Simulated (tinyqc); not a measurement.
Double-gate transistor below threshold, two-dimensional Poisson equation on a small mesh: two steps of the calculation.

Half of a symmetric double-gate structure: row 0 is the mid-plane of the body, where the normal field vanishes. Mobile charge is neglected (subthreshold), the body is fully depleted, and potentials are counted from the intrinsic level; rows run upward to the gate, columns from source to drain.

Inputs (values chosen for the exercise); semiconductor permittivity close to that of silicon:
```
symbol,value,unit,meaning
eps_r,11.7,,relative permittivity of the semiconductor
eox,9,,relative permittivity of the insulator
tb,6,nm,half the body thickness
tox,2.9,nm,insulator thickness
L,28,nm,channel length
Na,0,cm^-3,acceptor density of the depleted body
```

Constants: q = 1.602176634e-19 C, eps0 = 8.8541878128e-14 F/cm where lengths are in cm. Results are converted to the units shown.

Task 1. Coefficients of the five-point equations. Mesh: rows i = 0..3 in the semiconductor (step hs = tb/3, row 3 on the interface), then 2 step(s) ho = tox/2 up to the gate row 5; columns j = 0..6 (step hy = L/6). Box integration, divided by eps0: up_i = eps hy/h of the interval above row i, dn_i = that of the interval below (0 for row 0), lat_i = (sum of eps h/2 over the intervals above and below)/hy, s_i = -q Na w_i hy/eps0 with w_i the semiconductor height of the box (hs/2 for row 0 and the interface row, hs between, 0 in the insulator). Each free node obeys (up + dn + 2 lat) psi = up psi(above) + dn psi(below) + lat [psi(left) + psi(right)] + s.

Find: up; dn; lat; s.

Result 1.

up, row 0 to 4: [27.30, 27.30, 27.30, 28.97, 28.97]
dn, row 0 to 4: [0, 27.30, 27.30, 27.30, 28.97]
lat, row 0 to 4: [2.507, 5.014, 5.014, 3.905, 2.796]
s, row 0 to 4 (V): [0, 0, 0, 0, 0]

Task 2. Over-relaxation sweep (omega = 1.2). Free nodes: rows 0..4, columns 1..5, taken row by row from row 0, left to right. t = (up psi(above) + dn psi(below) + lat [psi(left) + psi(right)] + s)/(up + dn + 2 lat), with the newest neighbours; psi(new) = psi + 1.2 (t - psi).

psi at the start (fixed values on the edges, free nodes at the gate value) (V):
```
              j=0         j=1         j=2         j=3         j=4         j=5         j=6
row 0   0.5500000  -0.0100000  -0.0100000  -0.0100000  -0.0100000  -0.0100000   1.2500000
row 1   0.5500000  -0.0100000  -0.0100000  -0.0100000  -0.0100000  -0.0100000   1.2500000
row 2   0.5500000  -0.0100000  -0.0100000  -0.0100000  -0.0100000  -0.0100000   1.2500000
row 3   0.5500000  -0.0100000  -0.0100000  -0.0100000  -0.0100000  -0.0100000   1.2500000
row 4   0.2700000  -0.0100000  -0.0100000  -0.0100000  -0.0100000  -0.0100000   0.6200000
row 5  -0.0100000  -0.0100000  -0.0100000  -0.0100000  -0.0100000  -0.0100000  -0.0100000
```

up, row 0 to 4: [27.3, 27.3, 27.3, 28.965517, 28.965517]
dn, row 0 to 4: [0, 27.3, 27.3, 27.3, 28.965517]
lat, row 0 to 4: [2.5071429, 5.0142857, 5.0142857, 3.9053571, 2.7964286]
s, row 0 to 4 (V): [0, 0, 0, 0, 0]

Give: psi after iteration 1.

Result 2.

psi after iteration 1 (V):
```
          j=0     j=1     j=2     j=3     j=4     j=5     j=6
row 0   0.550   0.042  -0.005  -0.010  -0.010   0.107   1.250
row 1   0.550   0.069   0.000  -0.009  -0.010   0.167   1.250
row 2   0.550   0.082   0.004  -0.008  -0.010   0.197   1.250
row 3   0.550   0.078   0.003  -0.008  -0.010   0.188   1.250
row 4   0.270   0.053   0.001  -0.008  -0.010   0.132   0.620
row 5  -0.010  -0.010  -0.010  -0.010  -0.010  -0.010  -0.010
```

Program tinyqc, `OMP_NUM_THREADS=1 python tinyqc.py 2480162 2480163 out.jsonl`; Intel Xeon 2.30GHz, shared host, one thread, about 0.1 s.
